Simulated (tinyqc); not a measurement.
# From slope dx/dz at the local x back to time t

Model: interdiffusion in a binary couple: Darken equations, Kirkendall shift and Boltzmann-Matano analysis. Computed by tinyqc, a small Python program. Command: `OMP_NUM_THREADS=1 python tinyqc.py 3028358 3028359 out.jsonl darken inv`. One thread of a shared host (Intel(R) Xeon(R) Processor @ 2.30GHz), about 0.3 s of CPU time with the checks.

x is the mole fraction of B; the molar volume is constant, and the two halves are long enough to count as infinite.

Inputs (values chosen for the exercise, for a model alloy A-B): tracer diffusivity D*_A(0) = 4.4e-15 m^2/s; tracer diffusivity D*_B(0) = 1.9e-14 m^2/s; slope k of ln D* with x = -1.3; regular-solution parameter W = 0.053 eV; temperature T = 1410 K; left composition x_L = 0.15; right composition x_R = 0.72; composition x for the local step = 0.3.

Vacancy-wind correction: Manning, fcc.

Constants: k_B = 8.617333262e-05 eV/K.

Method:
- D*_i(x) = D*_i(0) exp(k x); thermodynamic factor Phi = 1 - 2 W x (1 - x)/(k_B T); with f0 = 0.7815, M0 = 2 f0/(1 - f0), den = M0 ((1 - x) D*_A + x D*_B): D_A = D*_A Phi [1 + 2 (1 - x)(D*_A - D*_B)/den], D_B = D*_B Phi [1 - 2 x (D*_A - D*_B)/den]; interdiffusion D~ = x D_A + (1 - x) D_B.
- With lambda = z/sqrt(t), the profile solves d/dlambda (D~ dx/dlambda) + (lambda/2) dx/dlambda = 0 with x = x_L and x_R far to the left and right; z = 0 is the original interface. It is solved as a boundary-value problem in y = lambda/sqrt(D~ at the mean composition) on -12 < y < 12 (collocation, tolerance 1e-8).
- Read from the profile: the position z(x), the area -int_(x_L)^x z dx and the slope.

Task: A run gave the result below. Find the time t, known to lie between 35000 and 71000 s.

slope dx/dz at the local x = 0.005985652 1/um

Result:

Each step takes the trial c = (a f_b - b f_a)/(f_b - f_a), f being the result less the target and a, b, c the logarithms of the listed values; c replaces end b, the old b replaces a if the sign of f changed, and otherwise f_a is halved.

Scan of the range:
```
time t (s)  slope dx/dz at the local x (1/um)
35000                              0.00705698
39400                              0.00665127
44300                              0.00627265
49800                              0.00591614
56100                              0.00557406
63100                              0.00525579
71000                              0.00495477
```

False position (Illinois rule, in the logarithm of the input) inside the bracket:
```
step    end a    end b    trial  slope dx/dz at the local x (1/um)
1     44300.0  49800.0  48676.5                         0.00598402
2     44300.0  48676.5  48625.1                         0.00598719
3     48676.5  48625.1  48650.0                         0.00598565
4     48625.1  48650.0  48650.0                         0.00598565
```

Slope dx/dz at the local x falls at every point of a 13-point scan of the range (every second point is shown), so one value fits; it is bracketed by 44300 and 49800. The scan shows a pure power law with exponent -0.5000, so scaling from any one row also gives the answer directly. Answer: time t = 48650 s.
